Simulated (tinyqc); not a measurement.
## Capacitance measurement on a leaky thin oxide: effects of series resistance and leakage: readings against frequency

The device is a capacitance C in parallel with a leakage conductance G, in series with Rs and Ls. An impedance meter reports either a parallel pair (Cp, Gp) from Y = 1/Z = Gp + i w Cp or a series pair (Cs, Rm) from Z = Rm + 1/(i w Cs); w = 2 pi f, dissipation D = Gp/(w |Cp|).

EOT = 3.9 tox/eox; CET = EOT + zc + zp; C = 3.9 eps0 A/CET; G = Jg A/Vs. Z = Rs + i w Ls + 1/(G + i w C); CET read from Cp = 3.9 eps0 A/Cp; errors under 0.001 % are printed as 0.

Parameters, values chosen for the exercise; values of the order met in thin-oxide MOS capacitors:
- eox = 3.9 (relative permittivity of the gate insulator (close to silicon dioxide))
- tox = 2.2 nm (insulator thickness)
- A = 400 um^2 (gate area)
- zc = 0.49 nm (oxide-equivalent thickness added by the accumulation layer)
- zp = 0 nm (oxide-equivalent thickness added by gate depletion)
- Jg = 0.00013 A/cm^2 (gate leakage current density, not matched to the thickness)
- Vs = 0.31 V (voltage for an e-fold rise of the leakage)
- Rs = 74 ohm (series resistance)
- Ls = 0 nH (series inductance)

Constants: eps0 = 8.8541878128e-14 F/cm where lengths are in cm. Results are converted to the units shown.

The same in every row: C (pF) = 5.135.

Readings against frequency:
```
f (Hz)	Cp (pF)	Cs (pF)	D	error of Cp (%)	error of Cs (%)	CET read from Cp (nm)
1000	5.135	5.149	0.05199	0	0.270	2.690
3000	5.135	5.136	0.01734	0	0.0300	2.690
10000	5.135	5.135	0.005223	0	2.70e-3	2.690
30000	5.135	5.135	0.001805	0	0	2.690
1e5	5.135	5.135	7.587e-4	0	0	2.690
3e5	5.135	5.135	8.895e-4	0	0	2.690
1e6	5.135	5.135	0.002439	0	0	2.690
3e6	5.135	5.135	0.007180	-5.15e-3	0	2.690
1e7	5.132	5.135	0.02388	-0.0570	0	2.692
3e7	5.109	5.135	0.07162	-0.510	0	2.704
```

What does the table show?

D goes from 0.0520 through a minimum of 7.59e-4 (at f = 1e5 Hz among the rows listed) to 0.0716; without inductance its minimum lies at f = sqrt(G (1 + G Rs)/Rs)/(2 pi C) = 1.48e5 Hz. The error of Cp goes from 0 to -0.510 % and that of Cs from 0.270 to 0 %; at low frequency Cp tends to C/(1 + G Rs)^2 and Cs grows as 1 + (G/(w C))^2. One of the two readings is within 2 % of C for f = 1000, 3000, 10000, 30000, 1e5, 3e5, 1e6, 3e6, 1e7, 3e7 Hz.

tinyqc, about 0.01 s, one thread, Intel Xeon 2.30GHz (shared host): `OMP_NUM_THREADS=1 python tinyqc.py 2022038 2022039 out.jsonl`
